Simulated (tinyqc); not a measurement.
# MOS inversion layer, Poisson-Schroedinger loop: mixing schemes compared

Electrons confined at an insulator interface at z = 0, treated as a hard wall; parabolic valleys, Hartree approximation, no image or exchange terms. The depletion charge lies far deeper than the electrons and gives a uniform field q Nd/(eps0 eps_r); the gate balances all charge. Energies are counted from the band edge at the interface.

V0 = q Nd z/(eps0 eps_r) in eV.

Tridiagonal Hamiltonian with psi = 0 one step beyond both ends: H_ii = C (1/m_(i-1/2) + 1/m_(i+1/2))/hz^2 + V0_i + U_i (+ dE for the set B), H_(i,i+1) = -C/(m_(i+1/2) hz^2), C = hbar^2/(2 m0). The lowest 2 level(s) of each valley set are kept, normalised to hz sum |psi|^2 = 1. The mass is the same on all intervals.

Level k holds N_k = D_k Vt ln(1 + exp((EF - E_k)/Vt)) with D = md1 m0 q/(pi hbar^2) for the set A, D = 3 md2 m0 q/(pi hbar^2) for the set B per eV (spin included); EF is fixed by sum N_k = Ns.

n_i = sum_k N_k |psi_k|^2 (converted to cm^-3). Hartree part by Gauss: on the interval before node i the electrons still beyond are S_i = Ns - hz sum_(j<i) n_j, and U_i = U_(i-1) + q S_i hz/(eps0 eps_r) in eV, U_0 = 0 at the interface. Mixing: U(new) = U + a (U(out) - U).

Rounds from U = 0 until the largest |U(out) - U| is below 1e-7 eV (the round that meets it is counted). Anderson mixing of depth m keeps the last m inputs V and residuals F = V(out) - V(in), fits c by least squares to F = dF c over their successive differences dF, dV, and sets V(new) = V + a F - (dV + a dF) c.

Parameters, values chosen for the exercise; masses and permittivity close to those of germanium (111): temperature T = 77 K; relative permittivity eps_r = 15.9; mass along z of valley set A (1 valley(s)) mz1 = 1.62 m0; in-plane density-of-states mass of set A md1 = 0.0813 m0; mass along z of valley set B (3 valley(s)) mz2 = 0.0909 m0; in-plane density-of-states mass of set B md2 = 0.334 m0; sheet density of electrons Ns = 4e12 cm^-2; sheet density of depletion charge Nd = 1.8e11 cm^-2; extra shift of set B (strain) dE = 0 eV; mesh step hz = 1.4 nm.

Constants: q = 1.602176634e-19 C, kB = 1.380649e-23 J/K, hbar = 1.054571817e-34 J s, m0 = 9.1093837015e-31 kg, Vt = kB T/q, eps0 = 8.8541878128e-14 F/cm where lengths are in cm, hbar^2/(2 m0) = 0.0380998212 eV nm^2. Results are converted to the units shown.

z, node 1 to 19 (nm): 1.4  2.8  4.2  5.6  7  8.4  9.8  11.2  12.6  14  15.4  16.8  18.2  19.6  21  22.4  23.8  25.2  26.6

Rounds needed:
```
a    depth m    rounds
1      plain  over 150
0.8    plain  over 150
0.6    plain        17
0.4    plain        28
0.2    plain        61
0.1    plain       128
0.5        2        14
0.5        4        12
0.5        8        12
```

Among the plain runs a = 0.6 is fastest, with 17 rounds; larger factors overshoot and smaller ones creep. Not converged within 150 rounds: a = 1, a = 0.8. Anderson mixing needs 12 to 14 rounds.

tinyqc, about 1 s, one thread, Intel Xeon 2.30GHz (shared host): `OMP_NUM_THREADS=1 python tinyqc.py 2160121 2160122 out.jsonl`
